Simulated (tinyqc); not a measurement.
Worked calculation: overlap of hydrogenic dopants: pairs, impurity band and the Mott density. Values are carried at full precision from step to step, so a last printed digit may differ when a step is redone from the rounded ones.

Ry* = Ry m/eps^2, aB = a0 eps/m. For 1s orbitals a distance rho = R/aB apart, in Ry*: overlap S = exp(-rho)(1 + rho + rho^2/3), J = (2/rho)(1 - (1 + rho) exp(-2 rho)) (attraction to the other ion), Kx = 2 (1 + rho) exp(-rho) (exchange of one electron). One electron on a pair has E = -1 - (J +/- Kx)/(1 +/- S), without the repulsion 2/rho of the ions. Hopping after orthogonalisation: t = (Kx - S J)/(1 - S^2), half the splitting. Dopants on a lattice with z neighbours, n = 1/R^3 (simple cubic), give a band of width B = 2 z t, as on any lattice of two interpenetrating sublattices. Valleys, central cells and disorder are left out.

Constants: Ry = 13.60569312 eV; a0 (Bohr radius) = 0.5291772105 angstrom; hbar = 6.58211957e-16 eV s.

Inputs chosen for the exercise (an isotropic mass and dielectric constant of the size used for donors in GaAs; not measured data): m = 0.069 m0 (mass); eps = 13.2 (dielectric constant); N = 0.0034 1/aB^3 (dopant density); rho = 4.8 aB (distance of a pair); u = 0.945 Ry* (cost of a second electron on one dopant); z = 6 (neighbours in the dopant lattice).

## Scales

Form Ry*, aB, and the density N in 1/cm^3 (1/angstrom^3 = 1e24/cm^3).

Ry* = 5.388 meV
aB = 101.234 angstrom
density = 3.277e+15 1/cm^3

## A pair with one electron

Form S, J, Kx, the two levels, t, and the total energy of the lower state with the repulsion, relative to a distant pair (-1).

S, J, Kx: 0.11094  0.41650  0.09547

levels (Ry*): even -1.46084, odd -1.36110

t = 0.04987 Ry*
energy of the pair against a distant one (negative: bound) = -0.04418 Ry*

In this host the pair is 48.6 nm long and its splitting 2t is 0.54 meV.

## The pair with two electrons (two-site Hubbard model)

t is the hopping between the two dopants. Singlet at (u - sqrt(u^2 + 16 t^2))/2 below the triplet at 0; estimate 4 t^2/u; weight of double occupancy (1 - u/sqrt(u^2 + 16 t^2))/2; swap time pi hbar/Jx with Jx the splitting in eV. t and u are in units of Ry*.

singlet-triplet splitting (meV): exact 0.05611, 4 t^2/u 0.05673

double occupancy = 0.0108
swap time = 36.9 ps

The estimate is 1.1 % too high at 4t/u = 0.21.

## The impurity band at this density

Form R/aB, t, B = 2 z t and N^(1/3) aB. Two estimates of the gap between the Hubbard bands: u - B (rigid bands, closing at B = u) and the Hubbard-III rule, which closes at B = (2/sqrt3) u; give B/u.

R/aB = 6.6503
t = 0.01109 Ry*

B: in Ry* 0.133, in meV 0.717

N^(1/3) aB = 0.1504
B/u = 0.141

Both rules leave a gap: an insulator at T = 0. Mott's screening rule, N^(1/3) aB = 0.26, puts this density on the insulating side.

## Checks

- Overlap S against numerical integration in elliptic coordinates: both 0.11094.

Run: tinyqc, `OMP_NUM_THREADS=1 python tinyqc.py 1482025 1482026 out.jsonl`; Intel(R) Xeon(R) Processor @ 2.30GHz, one thread, shared host; about 0.01 s of CPU time with all checks.
